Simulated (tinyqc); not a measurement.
# Inputs raised by 10 %, one at a time

Model: single-domain magnet: Stoner-Wohlfarth switching, Neel-Arrhenius retention, LLG dynamics and spin torque. Computed by tinyqc, a small Python program. Command: `OMP_NUM_THREADS=1 python tinyqc.py 3003309 3003310 out.jsonl macro sens`. One thread of a shared host (Intel(R) Xeon(R) Processor @ 2.30GHz), about 0.02 s of CPU time with the checks.

The moment is uniform, with unit vector m; z is the easy axis. mu_0 = 1.25663706212e-6 T m/A, gamma = 1.76085963023e11 rad/(s T).

Inputs (values chosen for the exercise, for a model magnet):
```
quantity,value,unit
saturation magnetisation M_s,1090,kA/m
diameter d,57,nm
thickness t,2,nm
interface anisotropy K_i,2.19,mJ/m^2
bulk anisotropy K_u,71,kJ/m^3
exchange stiffness A,15,pJ/m
temperature T,450,K
attempt frequency f0,1,GHz
field angle psi from the easy axis,60,degrees
reversing field h = H/H_K,0.13,-
waiting time t_w,100,s
damping alpha,0.0072,-
spin-torque efficiency eta,0.68,-
drive I/I_c0,4.1,-
```

Shape: thin disc, easy axis normal to it.

Constants: k_B = 1.380649e-23 J/K; e = 1.602176634e-19 C; hbar = 1.054571817e-34 J s.

Method:
- The disc is treated as an oblate spheroid with p = t/d: N_z = [1 - p arccos(p)/sqrt(1 - p^2)]/(1 - p^2); V = pi d^2 t/4; K_eff = K_u + K_i/t + K_shape, K_shape = -(mu_0 M_s^2/4)(3 N_z - 1); mu_0 H_K = 2 K_eff/M_s.
- Delta = K_eff V/(k_B T); tau = exp(Delta)/f0; probability of a flip within t_w: P = 1 - exp(-t_w/tau). Wall width parameter sqrt(A/K_eff); a two-domain state costs 4 sqrt(A K_eff) times the cross-section that the wall cuts (d t).
- Energy over K_eff V: e(theta) = sin^2(theta) + 2 h cos(theta - psi) for m at the angle theta from +z and a field that points at psi from -z (it pulls m away from +z towards negative theta); h_sw = (cos^(2/3) psi + sin^(2/3) psi)^(-3/2).
- The metastable minimum and the saddle are the two roots of e'(theta) = sin(2 theta) - 2 h sin(theta - psi) on either side of theta_c = -arctan(tan^(1/3) psi).
- For axial symmetry and a polariser along z: I_c0 = (4 e alpha/(hbar eta)) K_eff V; relaxation time tau_D = (1 + alpha^2)/(alpha gamma mu_0 H_K); thermal start angle theta_0 = 1/sqrt(2 Delta); switching time about tau_D ln(pi/(2 theta_0))/(I/I_c0 - 1); precession frequency gamma mu_0 H_K/(2 pi (1 + alpha^2)).
- The polar equation dm_z/dt = -(1 - m_z^2)(i - m_z)/tau_D, i = I/I_c0, integrates to t = tau_D [F(cos theta_0) - F(0)], F(z) = -ln(1 - z)/(2 (i - 1)) + ln(1 + z)/(2 (i + 1)) + ln(i - z)/(i^2 - 1), theta_0 = 1/sqrt(2 Delta).

Runs:
```
input moved,from,to,anisotropy field mu_0 H_K (T),stability factor Delta,time to m_z = 0 (ns),barrier / (k_B T)
base run,-,-,0.87810,393.11,1.1116,260.69
saturation magnetisation M_s (kA/m),1090,1199,0.55747,274.53,1.6690,182.05
thickness t (nm),2,2.2,0.70577,347.56,1.3608,230.49
bulk anisotropy K_u (kJ/m^3),71,78.1,0.89113,398.94,1.0974,264.56
temperature T (K),450,495,0.87810,357.37,1.0978,236.99
spin-torque efficiency eta,0.68,0.748,0.87810,393.11,1.1116,260.69
drive I/I_c0,4.1,4.51,0.87810,393.11,0.9867,260.69
reversing field h = H/H_K,0.13,0.143,0.87810,393.11,1.1116,248.32
```

Exponents ln(y'/y) / ln(x'/x):
```
input,anisotropy field mu_0 H_K,stability factor Delta,time to m_z = 0,barrier / (k_B T)
saturation magnetisation M_s,-4.767,-3.767,4.264,-3.767
thickness t,-2.292,-1.292,2.122,-1.292
bulk anisotropy K_u,0.155,0.155,-0.134,0.155
temperature T,0.000,-1.000,-0.131,-1.000
spin-torque efficiency eta,0.000,0.000,0.000,0.000
drive I/I_c0,0.000,0.000,-1.250,0.000
reversing field h = H/H_K,0.000,0.000,0.000,-0.510
```

Among the inputs moved here: anisotropy field mu_0 H_K answers most in size to saturation magnetisation M_s (exponent -4.767), next to thickness t (-2.292); its exponent is below 0.0005 for temperature T, spin-torque efficiency eta, drive I/I_c0, reversing field h = H/H_K. stability factor Delta answers most in size to saturation magnetisation M_s (exponent -3.767), next to thickness t (-1.292); its exponent is below 0.0005 for spin-torque efficiency eta, drive I/I_c0, reversing field h = H/H_K. Its exponent -1.000 in temperature T: Delta is a fixed barrier over k_B T. time to m_z = 0 answers most in size to saturation magnetisation M_s (exponent +4.264), next to thickness t (+2.122); its exponent is below 0.0005 for spin-torque efficiency eta, reversing field h = H/H_K. barrier / (k_B T) answers most in size to saturation magnetisation M_s (exponent -3.767), next to thickness t (-1.292); its exponent is below 0.0005 for spin-torque efficiency eta, drive I/I_c0.

Caution (all rows): a flat cylinder has a smaller N_z than the spheroid of the same t/d, so K_eff of a real disc is larger. Caution (all rows): a domain wall can cross the element at lower cost, so the single-domain barrier is an upper bound.

Extremes, crossings and ranges named in words are read from the listed rows.
